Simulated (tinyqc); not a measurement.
## Resistive crossbar, vector-matrix product with wire resistance: effect of the wire resistance

2 rows and 2 columns. Cell (i, j) joins row node wij to column node bij. Each row is driven at its left end through one wire segment rw; neighbouring nodes along a row or a column are joined by rw; each column ends below the last row in one more rw and a virtual ground, where its current is read. Ideal output: I_j = sum_i V_i G_ij.

The nodal equations (Kirchhoff current law at every node) are solved for each rw; errors are I_j/ideal - 1.

Values chosen for this exercise:
- V = [0.21, 0.39] V (input voltages of the rows)

cell conductances G (uS):
```
,column 1,column 2
row 1,28,59
row 2,110,27
```

Results:
```
rw (ohm),"error, column 1 (%)","error, column 2 (%)"
1,-0.02723,-0.02721
2,-0.05444,-0.05440
5,-0.1360,-0.1359
10,-0.2716,-0.2714
50,-1.344,-1.342
100,-2.653,-2.646
200,-5.170,-5.150
500,-12.01,-11.91
```

Estimate the missing row, rw = 20 ohm.

Computed row:
```
rw (ohm),"error, column 1 (%)","error, column 2 (%)"
20,-0.5418,-0.5412
```

With this row back in the table: The error of the last column goes from -0.0272 % at rw = 1 ohm to -11.9 % at 500 ohm, as rw^(1.00) at the start and rw^(0.92) at the end. At 500 ohm the worst column is number 1.

Numbers from tinyqc (`OMP_NUM_THREADS=1 python tinyqc.py 2880036 2880037 out.jsonl`; about 0.02 s on one thread of a shared Intel Xeon 2.30GHz).
